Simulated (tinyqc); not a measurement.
Tight binding, honeycomb lattice, step by step. Computed by tinyqc, a small Python program that keeps every step. Settings: t1 = 2.81, t2 = 0.04, phi = 0, delta = 1.58, points = 7. Command: `OMP_NUM_THREADS=1 python tinyqc.py 29414 29415 out.jsonl` (the two numbers bound the seeds that draw the settings). One thread of a shared host (Intel(R) Xeon(R) Processor @ 2.60GHz), about 0.01 s of CPU time with the checks.

## Bloch Hamiltonian at k

Parameters chosen for this model:
```
parameter     value                        unit
t1         2.810000                 eV, nearest
t2         0.040000       eV, second neighbours
phi               0  rad, phase of t2 (Haldane)
delta      1.580000          eV, +/- on A and B
```

k point k (fractions of the reciprocal vectors): -0.420000  0.040000

H_AB = -t1 (1 + exp(-i k.a1) + exp(-i k.a2)); H_AA = delta - 2 t2 sum cos(k.b + phi), H_BB = -delta - 2 t2 sum cos(k.b - phi), b = a1, a2 - a1, -a2.

H(k) at k (eV):
```
                     A                    B
A             1.650105  -3.069297-0.654909i
B  -3.069297+0.654909i            -1.509895
```

## Levels at k

Diagonalise the Hermitian matrix.

eigenvalues (eV): -3.443567  3.583776

weights |c|^2 of the basis functions:
```
     band 1    band 2
A  0.275164  0.724836
B  0.724836  0.275164
```

## Bloch Hamiltonian at K

k point K (fractions of the reciprocal vectors): 0.333333  0.666667

As before.

H(k) at K (eV):
```
          A          B
A  1.700000   0.000000
B  0.000000  -1.460000
```

## Levels at K

As before.

eigenvalues (eV): -1.460000  1.700000

weights |c|^2 of the basis functions:
```
     band 1    band 2
A  0.000000  1.000000
B  1.000000  0.000000
```

## Bands along a path

The same steps at evenly spaced points between the labelled ones.

Bands along the path (eV):
```
k             band 1    band 2
G          -8.816788  8.336788
G-K 0.33   -7.424946  7.152028
G-K 0.67   -4.054981  4.149764
K          -1.460000  1.700000
K-M 0.33   -2.066625  2.283976
K-M 0.67   -2.843952  3.022086
M          -3.143740  3.303740
M-K' 0.33  -2.843952  3.022086
M-K' 0.67  -2.066625  2.283976
K'         -1.460000  1.700000
```

With 1 band(s) filled, the highest filled level on these points lies at K and the lowest empty one at K: a gap of 3.1600 eV, direct.

## Chern number of the lower band

On a 7 x 7 mesh, the phase of the product of overlaps around each plaquette (k1 then k2); the sum over 2 pi is an integer.

plaquette phases (rad):
```
           1          2          3          4          5          6          7
1   0.000000  -0.011405  -0.041560  -0.056956   0.037666   0.022571   0.008554
2   0.011405   0.000000  -0.029697  -0.176618  -0.147029   0.035211   0.022571
3   0.041560   0.029697   0.000000  -0.162300  -0.730159  -0.147029   0.037666
4   0.056956   0.176618   0.162300   0.000000  -0.162300  -0.176618  -0.056956
5  -0.037666   0.147029   0.730159   0.162300   0.000000  -0.029697  -0.041560
6  -0.022571  -0.035211   0.147029   0.176618   0.029697   0.000000  -0.011405
7  -0.008554  -0.022571  -0.037666   0.056956   0.041560   0.011405   0.000000
```

Chern number = 0.000000
